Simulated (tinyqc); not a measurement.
MOS inversion layer, Poisson-Schroedinger loop: two steps of the calculation.

Electrons confined at an insulator interface at z = 0, treated as a hard wall; parabolic valleys, Hartree approximation, no image or exchange terms. The depletion charge lies far deeper than the electrons and gives a uniform field q Nd/(eps0 eps_r); the gate balances all charge. Energies are counted from the band edge at the interface.

Parameters, values chosen for the exercise; masses and permittivity close to those of In0.53Ga0.47As: temperature T = 400 K; relative permittivity eps_r = 14.2; in-plane density-of-states mass of set A md1 = 0.0413 m0; sheet density of electrons Ns = 4.3e11 cm^-2; mixing factor a = 0.5.

Constants: q = 1.602176634e-19 C, kB = 1.380649e-23 J/K, hbar = 1.054571817e-34 J s, m0 = 9.1093837015e-31 kg, Vt = kB T/q, eps0 = 8.8541878128e-14 F/cm where lengths are in cm. Results are converted to the units shown.

Task 1. Fermi level and occupations. Level k holds N_k = D_k Vt ln(1 + exp((EF - E_k)/Vt)) with D = md1 m0 q/(pi hbar^2) per eV (spin included); EF is fixed by sum N_k = Ns.

levels (eV): A1 0.15449431, A2 0.26813373

Wanted: EF; N_k.

Result 1.

EF = 0.15408 eV
N_k (cm^-2): A1 4.0865e11, A2 2.1353e10

Task 2. Density, output potential and mixing. n_i = sum_k N_k |psi_k|^2 (converted to cm^-3). Hartree part by Gauss: on the interval before node i the electrons still beyond are S_i = Ns - hz sum_(j<i) n_j, and U_i = U_(i-1) + q S_i hz/(eps0 eps_r) in eV, U_0 = 0 at the interface. Mixing: U(new) = U + a (U(out) - U).

```
node	z (nm)	self-consistent potential U at the start (eV)	|psi|^2 of A1 (1/nm)	|psi|^2 of A2 (1/nm)
1	1.8	0	0.05639204	0.05209607
2	3.6	0	0.13977037	0.07242651
3	5.4	0	0.15434501	0.01419224
4	7.2	0	0.11049543	0.01041292
5	9	0	0.05848558	0.07487991
6	10.8	0	0.02445204	0.11755154
7	12.6	0	0.00840351	0.10374130
8	14.4	0	0.00243860	0.06388790
9	16.2	0	0.00060924	0.03012171
10	18	0	0.00013298	0.01143936
11	19.8	0	0.00002564	0.00360801
12	21.6	0	0.00000439	0.00095841
13	23.4	0	0.00000066	0.00020941
14	25.2	0	0.00000007	0.00003025
```

N_k (cm^-2): A1 4.0864676e11, A2 2.1353238e10

Give: n; U(out); U after round 1.

Result 2.

```
node	n (1e17 cm^-3)	U(out) (eV)	U after round 1 (eV)
1	2.416	0.00986	0.00493
2	5.866	0.01873	0.00936
3	6.338	0.02517	0.01259
4	4.538	0.02900	0.01450
5	2.550	0.03095	0.01548
6	1.250	0.03185	0.01593
7	0.565	0.03224	0.01612
8	0.236	0.03239	0.01620
9	0.089	0.03244	0.01622
10	0.030	0.03246	0.01623
11	0.009	0.03247	0.01623
12	0.002	0.03247	0.01623
13	0.000	0.03247	0.01623
14	0.000	0.03247	0.01623
```

tinyqc, about 0.3 s, one thread, Intel Xeon 2.30GHz (shared host): `OMP_NUM_THREADS=1 python tinyqc.py 2160005 2160006 out.jsonl`
